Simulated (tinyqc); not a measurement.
# Resistance of a tapered via with liner, size effect and interface: via resistance against the diameter at the bottom

A round via whose diameter grows from db at the bottom as D(z) = db + 2 z/tan(ang). The fill, of diameter D - 2 tl, starts above the bottom liner (thickness fb tl) and has rho = rho0 (1 + ks lam/(D - 2 tl)); the sidewall liner conducts in parallel with it. The bottom liner and the interface are crossed over the full area pi db^2/4. Spreading in the lines above and below is left out.

Slices between z0 = fb tl and hv, evaluated at their midpoints: conductance per length pi/4 [(D - 2 tl)^2/rho + (D^2 - (D - 2 tl)^2)/rl], slice resistance = slice height over that. 2000 slices. R_fill = sum of the slices; R_bottom = rl fb tl/(pi db^2/4); R_interface = ri/(pi db^2/4); ballistic (Sharvin) limit 1/(Sb pi (db - 2 tl)^2/4); ideal cylinder rho0 hv/(pi db^2/4).

Inputs (values chosen for the exercise); fill metal close to molybdenum: height hv = 42 nm; sidewall angle ang = 89 degrees; bulk resistivity of the fill rho0 = 5.26 uohm cm; mean free path of the fill lam = 11.4 nm; size-effect factor ks = 1.5; liner on the sidewall tl = 0.4 nm; liner at the bottom over that on the sidewall fb = 0.5; resistivity of the liner rl = 230 uohm cm; interface resistivity at the bottom ri = 3.2e-12 ohm cm^2; ballistic conductance per area, about 3/(4 rho0 lam) Sb = 1.3e15 S/m^2.

Via resistance against the diameter at the bottom:

| db (nm) | R_fill (ohm) | R_bottom (ohm) | R_interface (ohm) | R (ohm) | ballistic limit (ohm) | R over ideal cylinder | largest part |
|---|---|---|---|---|---|---|---|
| 6 | 308.34 | 16.269 | 11.318 | 335.93 | 36.221 | 4.2994 | fill |
| 8.3 | 126.77 | 8.5018 | 5.9143 | 141.19 | 17.412 | 3.4578 | fill |
| 11 | 59.895 | 4.8404 | 3.3672 | 68.102 | 9.4138 | 2.9296 | fill |
| 16 | 22.811 | 2.2879 | 1.5915 | 26.690 | 4.2392 | 2.4291 | fill |
| 22 | 10.337 | 1.2101 | 0.84181 | 12.389 | 2.1792 | 2.1318 | fill |
| 30 | 4.9024 | 0.65077 | 0.45271 | 6.0059 | 1.1487 | 1.9216 | fill |
| 42 | 2.2390 | 0.33202 | 0.23097 | 2.8019 | 0.57700 | 1.7572 | fill |
| 58 | 1.0795 | 0.17411 | 0.12112 | 1.3747 | 0.29935 | 1.6441 | fill |
| 80 | 0.53158 | 0.091514 | 0.063662 | 0.68676 | 0.15614 | 1.5626 | fill |

R falls from 336 to 0.687 ohm. The fill is the largest part at db = 6 and in all other rows. R goes as db^(-2.67) between the first two rows and db^(-2.16) between the last two; area alone gives -2.

Program tinyqc, `OMP_NUM_THREADS=1 python tinyqc.py 2750059 2750060 out.jsonl`; Intel Xeon 2.30GHz, shared host, one thread, about 0.01 s.
